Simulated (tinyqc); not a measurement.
Gamma, L and X subbands of a thin body with non-parabolic valleys, step by step. Values are carried at full precision from step to step, so a last printed digit may differ when a step is redone from the rounded ones.

Hard walls, flat band, c = hbar^2/2m0, energies from the bulk Gamma edge. For a valley at angle theta to the normal 1/m_z = cos^2/ml + sin^2/mt and m_d = sqrt(ml mt^2/m_z). Subband n starts at E_v + e with e (1 + a e) = c (n pi/t)^2/m_z, and its density-of-states mass is taken as m_d (1 + 2 a e), without further growth at higher in-plane energy. Groups are named by valley and degeneracy.

Constants: hbar^2/2m0 = 3.80998211 eV angstrom^2; kB = 8.617333262e-05 eV/K.

Inputs chosen for the exercise (near those of a thin GaAs channel; not measured data):
- face = 100 (surface)
- mG = 0.0668 m0 (Gamma mass)
- aG = 0.57 1/eV (Gamma non-parabolicity)
- EL = 0.282 eV (L edge above Gamma)
- mL = (1.95, 0.073) m0 (L valleys (four, along <111>): ml, mt)
- EX = 0.434 eV (X edge above Gamma)
- mX = (1.335, 0.23) m0 (X valleys (three, along <100>): ml, mt)
- aS = 0.36 1/eV (non-parabolicity of L and X)
- t = 48 angstrom (body thickness)
- Ns = 3.5 x 1e12/cm^2 (sheet density)
- T = 300 K (temperature)
- eot = 11 angstrom (equivalent oxide thickness)

## Valley groups

List degeneracy, edge, m_z, m_d and a.

Groups:
```
group  g  E_v (eV)     m_z     m_d  a (1/eV)
G1     1     0.000  0.0668  0.0668      0.57
L4     4     0.282  0.1075  0.3109      0.36
X1     1     0.434  1.3350  0.2300      0.36
X2     2     0.434  0.2300  0.5541      0.36
```

## Subband edges

n = 1 to 8 for each group; list the ten lowest.

Subbands:
```
subband  g  E (eV)  DOS mass
G1 n=1   1  0.2174    0.0834
L4 n=1   4  0.4263    0.3432
X1 n=1   1  0.4462    0.2320
X1 n=2   1  0.4821    0.2380
X2 n=1   2  0.5032    0.5817
X1 n=3   1  0.5400    0.2476
X1 n=4   1  0.6175    0.2604
X2 n=2   2  0.6936    0.6577
G1 n=2   1  0.6989    0.1200
X1 n=5   1  0.7118    0.2760
```

The lowest subband is G1 n=1, 209 meV below L4 n=1; in the bulk the lowest valley is Gamma.

## Filling and quantum capacitance

n_i = g m/(2 pi c) kB T ln(1 + exp((EF - E_i)/kB T)), sum n_i = Ns (1e12/cm^2 = 1e-4/angstrom^2), c = hbar^2/2m0. Quantum capacitance Cq = 1602.176634 sum g m/(2 pi c) f_i in microfarad/cm^2 with f_i = 1/(1 + exp((E_i - EF)/kB T)); Cox = 34.5313/eot (one gate); C/Cox = Cq/(Cq + Cox), the centroid term left out.

Over the ten listed subbands, named by valley (G, L, X), degeneracy and number.

EF = 0.3115 eV

n_i in the order of the list (1e12/cm^2): [3.301, 0.174, 0.014, 0.004, 0.008, 0.000, 0.000, 0.000, 0.000, 0.000]

Cq = 6.66 microfarad/cm^2
Cox = 3.139 microfarad/cm^2
C/Cox = 0.680

EF lies 94 meV above the lowest edge; Gamma holds 94 % of the electrons. The low density of states costs 32 % of the gate capacitance.

## Checks

- Cq against the slope dNs/dEF by finite differences, microfarad/cm^2: both 6.66.

(tinyqc, `OMP_NUM_THREADS=1 python tinyqc.py 1280334 1280335 out.jsonl`, Intel(R) Xeon(R) Processor @ 2.30GHz, 1 thread, shared host, about 0.06 s.)
